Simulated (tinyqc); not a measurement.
# Double-gate transistor, scale length and short-channel effects: what changes with what

A body of thickness ts between two insulators of thickness ti and two tied gates. Below threshold the potential that source and drain add obeys Laplace's equation and vanishes on the gate. Its lowest mode decays along the channel as exp(-k y); k is the smallest positive root of the matching condition at the interface, and the scale length is Lambda = pi/k.

Parameters, values chosen for the exercise; permittivities: semiconductor close to that of gallium nitride, insulator close to that of silicon nitride: temperature T = 300 K; relative permittivity of the semiconductor eps_r = 9.36; relative permittivity of the insulator ei = 7.5; insulator thickness ti = 2.9 nm; body thickness ts = 5.7 nm; channel length L = 23 nm; potential of the source Vbi = 1.02 V; potential of the barrier top at threshold sT = 0.63 V; drain voltage Vds = 0.8 V.

Constants: q = 1.602176634e-19 C, kB = 1.380649e-23 J/K, Vt = kB T/q. Results are converted to the units shown.

Each table varies one quantity; the others keep the values above.

## Effect of the channel length

k is the smallest positive root of f(k) = ei cos(k ti) cos(k ts/2) - eps_r sin(k ti) sin(k ts/2). Along the channel psi(y) = s + a exp(y/l) + b exp(-y/l) with psi(0) = Vbi, psi(L) = Vbi + Vds and l = 1/k = Lambda/pi; with A = Vbi - s, B = A + Vds, x = exp(-L/l): a = (B - A x) x/(1 - x^2), b = (A - B x)/(1 - x^2). The minimum is s + 2 sqrt(a b), at y = (l/2) ln(b/a). The long-channel potential follows the gate as s = sT + (Vg - VTL)/m, and the threshold VT is the gate voltage at which the minimum equals sT. Swing = m Vt ln 10/g at threshold, g = d(minimum)/ds = 1 - (b x + a)/((1 + x) sqrt(a b)). DIBL = [VT(0.05 V) - VT(Vds)]/(Vds - 0.05 V). sT and Vbi are held fixed; m = 1.

The same in every row: Lambda (nm) = 12.371.

Result of one run:
```
L (nm)  L/Lambda  VT - VTL at Vds = 0.05 V (mV)  VT - VTL at Vds (mV)  DIBL (mV/V)  swing (mV/decade)
14        1.1317                        -202.89               -346.68       191.72             92.169
```

What becomes of these results when the channel length L is changed from 14 to 16 nm, all else the same?

Result of the changed run:
```
L (nm)  L/Lambda  VT - VTL at Vds = 0.05 V (mV)  VT - VTL at Vds (mV)  DIBL (mV/V)  swing (mV/decade)
16        1.2934                        -143.94               -244.37       133.91             82.827
```

The whole series:
```
L (nm)  L/Lambda  VT - VTL at Vds = 0.05 V (mV)  VT - VTL at Vds (mV)  DIBL (mV/V)  swing (mV/decade)
14        1.1317                        -202.89               -346.68       191.72             92.169
16        1.2934                        -143.94               -244.37       133.91             82.827
19        1.5359                        -89.567               -150.80       81.650             74.137
23        1.8593                        -49.903               -83.326       44.563             67.730
28        2.2634                        -25.085               -41.605       22.027             63.675
33        2.6676                        -12.934               -21.369       11.247             61.673
39        3.1527                        -5.9395               -9.7894       5.1331             60.514
47        3.7994                        -2.1313               -3.5078       1.8354             59.881
56        4.5269                       -0.67734               -1.1142      0.58249             59.639
```

From L = 14 to 56 nm, DIBL falls from 192 to 0.582 mV/V and the swing falls from 92.2 to 59.6 mV a decade (long-channel value 59.5). Between the last two rows the threshold shift at Vds decays with a length of 7.85 nm, against 2 Lambda/pi = 7.88 nm for a shift that goes as exp(-pi L/(2 Lambda)). DIBL first drops below 100 mV/V at L = 19 nm among the rows, L/Lambda = 1.5. For L = 14 to 16 nm L is under 1.5 Lambda, where higher modes, left out of the one-mode potential, count.

## Effect of the drain voltage

Same model as above.

The same in every row: Lambda (nm) = 12.37; L/Lambda = 1.859.

Effect of the drain voltage:
```
Vds (V)  VT - VTL at Vds (mV)  DIBL (mV/V)  swing (mV/decade)
0.2                    -57.90        53.29              66.84
0.35                   -65.03        50.42              67.03
0.5                    -71.56        48.12              67.25
0.65                   -77.62        46.20              67.49
0.8                    -83.33        44.56              67.73
0.95                   -88.73        43.14              67.97
1.1                    -93.89        41.90              68.21
```

Read the table: what changes, and by how much?

As Vds goes from 0.2 to 1.1 V, Lambda stays at 12.4 nm, DIBL falls from 53.3 to 41.9 mV/V and the swing rises from 66.8 to 68.2 mV a decade.

tinyqc, about 0.01 s, one thread, Intel Xeon 2.30GHz (shared host): `OMP_NUM_THREADS=1 python tinyqc.py 2420126 2420127 out.jsonl`
